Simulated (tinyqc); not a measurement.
Interdiffusion of a quantum well during annealing: blurred potential and shift of the confined levels. Changing the anneal temperature T. Computed by tinyqc, a small Python program. Command: `OMP_NUM_THREADS=1 python tinyqc.py 3008277 3008278 out.jsonl qwi sweep`. One thread of a shared host (Intel(R) Xeon(R) Processor @ 2.30GHz), about 0.08 s of CPU time with the checks.

A square well of width w is blurred by Fick diffusion with a constant coefficient; band offsets are linear in composition, masses are uniform, and strain and excitons are ignored.

Inputs (values chosen for the exercise, modelled on SiGe in silicon (holes and electrons as a model)):
```
quantity               value    unit
well width w               4      nm
electron mass m_e      0.189     m_0
hole mass m_h          0.274     m_0
conduction offset V_c  0.025      eV
valence offset V_v      0.22      eV
prefactor D0             6.9  cm^2/s
activation energy E      4.1      eV
anneal time t             32       s
```

Constants: k_B = 8.617333262e-05 eV/K; hbar^2/(2 m_0) = 3.80998212 eV angstrom^2.

Method:
- D = D0 exp(-E/(k_B T)); L = sqrt(D t); share of well material at the centre erf(w/(4L)); 1 nm = 1e-7 cm.
- Temperatures in kelvin are T(C) + 273.15.
- With L = sqrt(D t) and the share at the centre erf(w/(4L)). After the anneal: V(z) = V {1 - (1/2)[erf((w/2 - z)/(2L)) + erf((w/2 + z)/(2L))]}, energies counted from the original well bottom. Finite differences on 3000 points over |z| < w/2 + 6L + 25 nm; shifts are taken against the same grid with cell-averaged square steps.
- Rise of the bottom = V (1 - share at the centre). Overlap = |<electron|hole>|^2.

One run for each value:
```
anneal temperature T (C)  blue shift of the transition (meV)  diffusion length L (nm)  share at the centre
850                                                    0.573                   0.0940               1.0000
870                                                    1.175                   0.1362               1.0000
890                                                    2.330                   0.1948               1.0000
910                                                    4.488                   0.2753               1.0000
930                                                    8.405                   0.3845               0.9998
950                                                   15.285                   0.5313               0.9922
970                                                   26.582                   0.7265               0.9484
990                                                   42.790                   0.9836               0.8495
1010                                                  62.265                   1.3192               0.7163
```

What does the table show, and why?

Over the rows, blue shift of the transition (meV) rises from 0.573 to 62.3; diffusion length L (nm) rises from 0.0940 to 1.32; share at the centre falls from 1.00 to 0.716, flat over part of the range. The apparent activation energy of the shift is 3.97 eV between the first rows and 2.62 eV between the last, against E = 4.1 eV: only small shifts measure E directly.
